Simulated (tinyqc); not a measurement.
From results back to parameters: deformation-potential model of the Delta valleys of a conduction band. Three cases, with inputs chosen for the exercise.

Problem. An ellipsoidal valley with ml > mt has the density-of-states mass m_d = (ml mt^2)^(1/3) and, averaged over equivalent valleys, the conductivity mass m_c = 3/(1/ml + 2/mt).

Case 1.

m_d = 0.3154907 m0
m_c = 0.2540484 m0

Case 2.

m_d = 0.3291729 m0
m_c = 0.2649590 m0

Case 3.

m_d = 0.3280887 m0
m_c = 0.2666386 m0

Find: K = ml/mt; mt; ml.

Solution. With K = ml/mt, m_d/m_c = K^(1/3) (2 + 1/K)/3, which rises steadily for K > 1 and so fixes K; then mt = m_d K^(-1/3) and ml = K mt.

Case 1.

K = ml/mt = 4.802
mt = 0.187 m0
ml = 0.898 m0

Case 2.

K = ml/mt = 4.810
mt = 0.195 m0
ml = 0.938 m0

Case 3.

K = ml/mt = 4.619
mt = 0.197 m0
ml = 0.910 m0

Computed by tinyqc, one run a case: `OMP_NUM_THREADS=1 python tinyqc.py N N+1 out.jsonl` with N = 1080272, 1080316, 1080384; one thread of a shared Intel(R) Xeon(R) Processor @ 2.30GHz, about 0.03 s a run at most.
